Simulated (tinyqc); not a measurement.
Worked calculation: empirical pseudopotential in a few plane waves. One step of it, computed by the program tinyqc.

Task: Levels at G. Diagonalise the Hermitian matrix.

H(k) at G (eV), lower triangle (Hermitian):
```
                     +0+0+0               -1-1-1               -1-1+1               -1+1-1
+0+0+0             0.000000
-1-1-1   1.962618-0.913964i            13.695571
-1-1+1  -1.962618-0.913964i   0.000000+0.707496i            13.695571
-1+1-1  -1.962618-0.913964i   0.000000+0.707496i            -0.108846            13.695571
-1+1+1  -1.962618+0.913964i             0.108846   0.000000+0.707496i   0.000000+0.707496i
+1-1-1  -1.962618-0.913964i   0.000000+0.707496i            -0.108846            -0.108846
+1-1+1  -1.962618+0.913964i             0.108846   0.000000+0.707496i             0.000000
+1+1-1  -1.962618+0.913964i             0.108846             0.000000   0.000000+0.707496i
+1+1+1   1.962618+0.913964i             0.000000             0.108846             0.108846
-2+0+0   0.000000-0.707496i  -1.962618+0.913964i  -1.962618-0.913964i  -1.962618-0.913964i
+0-2+0   0.000000-0.707496i  -1.962618+0.913964i  -1.962618-0.913964i   0.634965-0.307862i
+0+0-2   0.000000-0.707496i  -1.962618+0.913964i   0.634965-0.307862i  -1.962618-0.913964i
+0+0+2   0.000000+0.707496i  -0.634965-0.307862i   1.962618+0.913964i  -0.634965+0.307862i
+0+2+0   0.000000+0.707496i  -0.634965-0.307862i  -0.634965+0.307862i   1.962618+0.913964i
+2+0+0   0.000000+0.707496i  -0.634965-0.307862i  -0.634965+0.307862i  -0.634965+0.307862i

                     -1+1+1               +1-1-1               +1-1+1               +1+1-1
-1+1+1            13.695571
+1-1-1             0.000000            13.695571
+1-1+1            -0.108846   0.000000+0.707496i            13.695571
+1+1-1            -0.108846   0.000000+0.707496i            -0.108846            13.695571
+1+1+1   0.000000+0.707496i             0.108846   0.000000+0.707496i   0.000000+0.707496i
-2+0+0   1.962618-0.913964i   0.634965-0.307862i  -0.634965-0.307862i  -0.634965-0.307862i
+0-2+0  -0.634965-0.307862i  -1.962618-0.913964i   1.962618-0.913964i  -0.634965-0.307862i
+0+0-2  -0.634965-0.307862i  -1.962618-0.913964i  -0.634965-0.307862i   1.962618-0.913964i
+0+0+2  -1.962618+0.913964i  -0.634965+0.307862i  -1.962618+0.913964i   0.634965+0.307862i
+0+2+0  -1.962618+0.913964i  -0.634965+0.307862i   0.634965+0.307862i  -1.962618+0.913964i
+2+0+0   0.634965+0.307862i   1.962618+0.913964i  -1.962618+0.913964i  -1.962618+0.913964i

                     +1+1+1     -2+0+0     +0-2+0     +0+0-2
+1+1+1            13.695571
-2+0+0  -0.634965+0.307862i  18.260761
+0-2+0  -0.634965+0.307862i  -0.108846  18.260761
+0+0-2  -0.634965+0.307862i  -0.108846  -0.108846  18.260761
+0+0+2  -1.962618-0.913964i   0.108846   0.108846   0.000000
+0+2+0  -1.962618-0.913964i   0.108846   0.000000   0.108846
+2+0+0  -1.962618-0.913964i   0.000000   0.108846   0.108846

           +0+0+2     +0+2+0     +2+0+0
+0+0+2  18.260761
+0+2+0  -0.108846  18.260761
+2+0+0  -0.108846  -0.108846  18.260761
```

Give: eigenvalues.

Result:

eigenvalues (eV): -3.418  9.964  9.964  9.964  10.375  14.170  14.170  14.170  15.897  18.478  18.478  21.709  21.735  21.735  21.735
